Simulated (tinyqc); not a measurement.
Chemical vapour deposition: Grove model, boundary layer, depletion and step coverage: one step, computed by the program tinyqc.

A precursor diffuses to the surface and reacts there at first order; each molecule that reacts adds one formula unit of film.

Question. Depletion along the susceptor. Plug flow: U b dC/dx = -k_eff C with k_eff = k_s h_g/(k_s + h_g), so C falls as exp(-k_eff x/(U b)); the used share of the precursor is 1 - C(L)/C(0).

Inputs (values chosen for the exercise, close to those used for silicon dioxide from an alkoxysilane): temperature T = 700 C; gas velocity U = 25 cm/s; susceptor length L = 55 cm; channel height b = 9.7 cm.

Reactor: horizontal, atmospheric.

surface rate constant k_s = 0.08544922 cm/s

mass-transfer coefficient h_g = 1.538273 cm/s

growth rate G at the inlet = 113.2191 nm/min

Give: k_eff; depletion length; rate at the outlet over rate at the inlet; rate at the outlet.

Answer.

k_eff = 0.08095 cm/s

depletion length = 2996 cm

rate at the outlet over rate at the inlet = 0.9818

rate at the outlet = 111.2 nm/min

1.8 % of the precursor is used.
